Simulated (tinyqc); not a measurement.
Read current of a NAND string, cells in series solved by shooting: one step of the calculation.

Cells in series, numbered from 0 at the source line (0 V) to the bit line, each followed by a gap resistance Rg. A cell with gate Vg, threshold VT, source Vs and drain Vd passes I = 2 nf K Vt^2 [F(Vs) - F(Vd)]/(1 + th max(Vg - VT, 0)), F(V) = ln^2(1 + exp((Vg - VT - nf V)/(2 nf Vt))). The selected cell has Vg = Vr, the others Vg = Vp.

Question. Node voltages for a trial current. For a trial current I start at 0 V and, cell by cell (the selected one is cell 5), solve for the drain: sqrt(F(Vd)) = sqrt(F(Vs) - I/k), k = 2 nf K Vt^2/(1 + th max(Vg - VT, 0)), Vd = [Vg - VT - 2 nf Vt ln(exp(sqrt F) - 1)]/nf, then add I Rg.

Inputs (values chosen for the exercise); values of the order met in vertical NAND strings:
```
symbol,value,unit,meaning
T,300,K,temperature
K,11,uA/V^2,gain factor of a cell
nf,2.2,,slope factor
th,0.11,1/V,mobility reduction factor
Rg,15,kohm,resistance of the gap between cells
Vbl,0.3,V,bit-line voltage
Vp,7.1,V,pass voltage
Vr,2.17,V,read voltage on the selected word line
```

Constants: q = 1.602176634e-19 C, kB = 1.380649e-23 J/K, Vt = kB T/q. Results are converted to the units shown.

first trial current = 0.48 uA
thresholds from the source end, cell 0 to 5 (V): [4.5, 4.5, -2.4, -2.4, -2.4, 1.1]

Find: node voltage after each cell and gap, trial 1.

Answer.

node voltage after each cell and gap, trial 1, cell 0 to 5 (V): [0.028984, 0.058526, 0.075259, 0.092030, 0.10884, 0.18030]

tinyqc, about 0.5 s, one thread, Intel Xeon 2.30GHz (shared host): `OMP_NUM_THREADS=1 python tinyqc.py 2142024 2142025 out.jsonl`
